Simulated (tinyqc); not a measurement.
The product rho l across metals: free and nearly free electrons in a metal.

Constants: hbar^2/2m0 = 3.80998211 eV angstrom^2; hbar = 6.58211957e-16 eV s.

Free electrons with m = 1; fcc cells hold 4 atoms and bcc cells 2; n = atoms z/a^3, kF = (3 pi^2 n)^(1/3), rho l = hbar kF/(n e^2), e = 1.602176634e-19 C. Inputs are chosen for the exercise.

Results:
```
case     lattice  a (angstrom)  z  rho (micro-ohm cm)  kF (1/angstrom)  EF (eV)  l (nm)  rho l (1e-16 ohm m^2)
near Li      bcc         3.497  1                9.58            1.115     4.73    10.2                   9.79
near Al      fcc         4.033  3                2.90            1.756    11.75    13.6                   3.94
near Cu      fcc         3.584  1                1.59            1.370     7.15    40.7                   6.48
near Au      fcc         4.051  1                2.30            1.212     5.60    36.0                   8.28
near Ca      fcc         5.630  2                3.38            1.099     4.60    29.8                  10.07
near K       bcc         5.214  1                7.44            0.748     2.13    29.3                  21.77
```

rho l falls as n^(-2/3): it is lowest for the case near Al and highest for near K. The lowest bulk rho belongs to near Cu; in very narrow wires, where rho l rules, the order changes. Real Fermi surfaces depart from spheres, most for the polyvalent and noble metals.

Run: tinyqc, `OMP_NUM_THREADS=1 python tinyqc.py 1652214 1652215 out.jsonl`; Intel(R) Xeon(R) Processor @ 2.30GHz, one thread, shared host; about 0.01 s of CPU time with all checks.
